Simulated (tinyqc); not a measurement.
Worked calculation: hydrogenic donor in a hard-walled well (variational). Values are carried at full precision from step to step, so a last printed digit may differ when a step is redone from the rounded ones.

Constants: Ry = 13.60569312 eV; a0 (Bohr radius) = 0.5291772105 angstrom; hbar^2/2m0 = 3.80998211 eV angstrom^2; e^2/(4 pi eps0) = 14.39964547 eV angstrom.

Inputs chosen for the exercise (near those of Si, with one mean mass; shifted at random, so the results belong to these values and not to a real crystal):
- m = 0.304 m0 (mass)
- eps = 11.7 (dielectric constant)
- L = 70 angstrom (well width)
- zi = 17 angstrom (position of the donor from the centre)
- lam = 26 angstrom (trial length)
- lams = (12, 16, 19, 22, 27, 33, 40) angstrom (trial lengths)

## Bulk donor

Ry* = Ry m/eps^2, a* = a0 eps/m, and the subband energy c (pi/L)^2/m with c = hbar^2/2m0.

Ry* = 30.215 meV
a* = 20.37 angstrom
subband energy = 25.24 meV

## One trial length

Trial function cos(pi z/L) exp(-r/lam), r measured from the donor at zi, walls at +/- L/2, one eps everywhere. Counted from the lowest subband, E(lam) = c/(m lam^2) - (q/eps) I0/I1, with I0 the integral of cos^2(pi z/L) exp(-2|z - zi|/lam) over the well and I1 the same with the factor (|z - zi| + lam/2); c = hbar^2/2m0, q = e^2/(4 pi eps0). The binding energy is -E at the minimum.

Evaluate I0, I1 and both terms.

I0 = 12.240 angstrom
I1 = 283.0 angstrom^2
kinetic term = 18.540 meV
Coulomb term = -53.233 meV
E = -34.693 meV

## Scan and minimum

E for each trial length, then the minimum.

Scan:

| lam (angstrom) | kinetic (meV) | Coulomb (meV) | E (meV) |
|---|---|---|---|
| 12 | 87.034 | -104.662 | -17.628 |
| 16 | 48.956 | -80.342 | -31.386 |
| 19 | 34.717 | -69.100 | -34.383 |
| 22 | 25.894 | -61.035 | -35.140 |
| 27 | 17.192 | -51.645 | -34.453 |
| 33 | 11.509 | -44.103 | -32.594 |
| 40 | 7.833 | -38.046 | -30.213 |

best lam = 22.4 angstrom
binding energy = 35.15 meV
in Ry* = 1.163

At L = 3.44 a* this donor is bound more strongly than in the bulk.

## Checks

- Binding at the centre of a very wide well (200 a*) against Ry*, meV: 30.22 against 30.21.
- Binding in a very thin well (a*/2000) against 4 Ry*, meV: 120.8 against 120.9.

(tinyqc, `OMP_NUM_THREADS=1 python tinyqc.py 1252023 1252024 out.jsonl`, Intel(R) Xeon(R) Processor @ 2.30GHz, 1 thread, shared host, about 0.02 s.)
